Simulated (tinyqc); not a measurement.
Inside a calculation. Method: tight binding, kagome lattice. One step of it, computed by the program tinyqc.

Task: Levels at k. Diagonalise the Hermitian matrix.

H(k) at k (eV):
```
                     A                    B                    C
A             0.000000  -0.707701+1.041350i  -0.643127+1.013406i
B  -0.707701-1.041350i             0.000000  -2.237790+0.070325i
C  -0.643127-1.013406i  -2.237790-0.070325i             0.510000
```

Give: eigenvalues; weights |c|^2 of the basis functions.

Result:

eigenvalues (eV): -3.0046  1.0044  2.5101

weights |c|^2 of the basis functions:
```
   band 1  band 2  band 3
A  0.2509  0.7481  0.0010
B  0.4125  0.1564  0.4311
C  0.3366  0.0955  0.5679
```
